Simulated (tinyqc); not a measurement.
Worked calculation: plane-wave Kohn-Sham cycle with exchange-only LDA in a layered model solid. One step of it, computed by the program tinyqc.

Problem. Iteration 1: Hamiltonian at one k. H(m,m') = (k + G_m)^2/2 delta + V(G_m - G_m'), with V(-G) = V(G).

A solid whose potential varies along x alone (atomic units):
```
parameter                      value
period a                   11.600000
cross-section of the cell  26.000000
electrons per cell                 4
grid points                       16
plane waves -n..n, n               3
k points                           1
V1 in V1 cos(2 pi x/a)     -0.530000
```

V(G_m), m = 0, 1, 2, ... (hartree): -0.233095  -0.265000  0.000000  0.000000  0.000000  0.000000  0.000000

k = 0.000000 2 pi / a

Give: H.

Solution.

H (hartree), lower triangle:
```
        -3      -2      -1      +0      +1      +2     +3
-3   1.087
-2  -0.265   0.354
-1   0.000  -0.265  -0.086
+0   0.000   0.000  -0.265  -0.233
+1   0.000   0.000   0.000  -0.265  -0.086
+2   0.000   0.000   0.000   0.000  -0.265   0.354
+3   0.000   0.000   0.000   0.000   0.000  -0.265  1.087
```
